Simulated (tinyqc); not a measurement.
Virtual-crystal alloy in the empirical-pseudopotential method: one step. Levels in the small basis. Five cases, with inputs chosen for the exercise.

Task: Diagonalise; the gap between the fourth and fifth level is a first estimate of the direct gap at X.

Case 1.

H in this small basis (eV):
```
                      000               -200             -1+1+1             -1-1-1             -1+1-1
000               4.44218           0.69661i  -2.24710-0.71462i   2.24710+0.71462i  -2.24710+0.71462i
-200            -0.69661i            4.44218   2.24710-0.71462i  -2.24710+0.71462i  -2.24710-0.71462i
-1+1+1  -2.24710+0.71462i   2.24710+0.71462i            8.88437           -0.15238           0.69661i
-1-1-1   2.24710-0.71462i  -2.24710-0.71462i           -0.15238            8.88437          -0.69661i
-1+1-1  -2.24710-0.71462i  -2.24710+0.71462i          -0.69661i           0.69661i            8.88437
-1-1+1  -2.24710-0.71462i  -2.24710+0.71462i          -0.69661i           0.69661i            0.15238

                   -1-1+1
000     -2.24710+0.71462i
-200    -2.24710-0.71462i
-1+1+1           0.69661i
-1-1-1          -0.69661i
-1+1-1            0.15238
-1-1+1            8.88437
```

Case 2.

H in this small basis (eV):
```
                      000               -200             -1+1+1             -1-1-1             -1+1-1
000               4.89393           0.80651i  -2.15711-0.88888i   2.15711+0.88888i  -2.15711+0.88888i
-200            -0.80651i            4.89393   2.15711-0.88888i  -2.15711+0.88888i  -2.15711-0.88888i
-1+1+1  -2.15711+0.88888i   2.15711+0.88888i            9.78787           -0.27007           0.80651i
-1-1-1   2.15711-0.88888i  -2.15711-0.88888i           -0.27007            9.78787          -0.80651i
-1+1-1  -2.15711-0.88888i  -2.15711+0.88888i          -0.80651i           0.80651i            9.78787
-1-1+1  -2.15711-0.88888i  -2.15711+0.88888i          -0.80651i           0.80651i            0.27007

                   -1-1+1
000     -2.15711+0.88888i
-200    -2.15711-0.88888i
-1+1+1           0.80651i
-1-1-1          -0.80651i
-1+1-1            0.27007
-1-1+1            9.78787
```

Case 3.

H in this small basis (eV):
```
             000      -200    -1+1+1    -1-1-1    -1+1-1    -1-1+1
000      4.79113         0  -2.19672   2.19672  -2.19672  -2.19672
-200           0   4.79113   2.19672  -2.19672  -2.19672  -2.19672
-1+1+1  -2.19672   2.19672   9.58227  -0.20472         0         0
-1-1-1   2.19672  -2.19672  -0.20472   9.58227         0         0
-1+1-1  -2.19672  -2.19672         0         0   9.58227   0.20472
-1-1+1  -2.19672  -2.19672         0         0   0.20472   9.58227
```

Case 4.

H in this small basis (eV):
```
             000      -200    -1+1+1    -1-1-1    -1+1-1    -1-1+1
000      4.96764         0  -2.10410   2.10410  -2.10410  -2.10410
-200           0   4.96764   2.10410  -2.10410  -2.10410  -2.10410
-1+1+1  -2.10410   2.10410   9.93528  -0.40255         0         0
-1-1-1   2.10410  -2.10410  -0.40255   9.93528         0         0
-1+1-1  -2.10410  -2.10410         0         0   9.93528   0.40255
-1-1+1  -2.10410  -2.10410         0         0   0.40255   9.93528
```

Case 5.

H in this small basis (eV):
```
                      000               -200             -1+1+1             -1-1-1             -1+1-1
000               4.65596           0.77599i  -2.17840-0.85633i   2.17840+0.85633i  -2.17840+0.85633i
-200            -0.77599i            4.65596   2.17840-0.85633i  -2.17840+0.85633i  -2.17840-0.85633i
-1+1+1  -2.17840+0.85633i   2.17840+0.85633i            9.31193           -0.24344           0.77599i
-1-1-1   2.17840-0.85633i  -2.17840-0.85633i           -0.24344            9.31193          -0.77599i
-1+1-1  -2.17840-0.85633i  -2.17840+0.85633i          -0.77599i           0.77599i            9.31193
-1-1+1  -2.17840-0.85633i  -2.17840+0.85633i          -0.77599i           0.77599i            0.24344

                   -1-1+1
000     -2.17840+0.85633i
-200    -2.17840-0.85633i
-1+1+1           0.77599i
-1-1-1          -0.77599i
-1+1-1            0.24344
-1-1+1            9.31193
```

Give: levels (absolute scale of H); gap.

Result:

Case 1.

levels (absolute scale of H) (eV): -0.541  3.736  8.732  8.732  11.833  11.930

gap = 3.101 eV

The full basis gives 4.302 eV for this gap.

Case 2.

levels (absolute scale of H) (eV): -0.204  4.768  9.518  9.518  12.603  12.736

gap = 3.085 eV

The full basis gives 4.210 eV for this gap.

Case 3.

levels (absolute scale of H) (eV): 2.235  2.235  9.378  9.378  12.343  12.343

gap = 2.965 eV

The full basis gives 3.799 eV for this gap.

Case 4.

levels (absolute scale of H) (eV): 2.661  2.661  9.533  9.533  12.645  12.645

gap = 3.112 eV

The full basis gives 3.889 eV for this gap.

Case 5.

levels (absolute scale of H) (eV): -0.468  4.391  9.068  9.068  12.148  12.352

gap = 3.080 eV

The full basis gives 4.316 eV for this gap.

Computed by tinyqc, one run a case: `OMP_NUM_THREADS=1 python tinyqc.py N N+1 out.jsonl` with N = 1050608, 1050695, 1050748, 1050856, 1051038; one thread of a shared Intel(R) Xeon(R) Processor @ 2.30GHz, about 0.4 s a run at most.
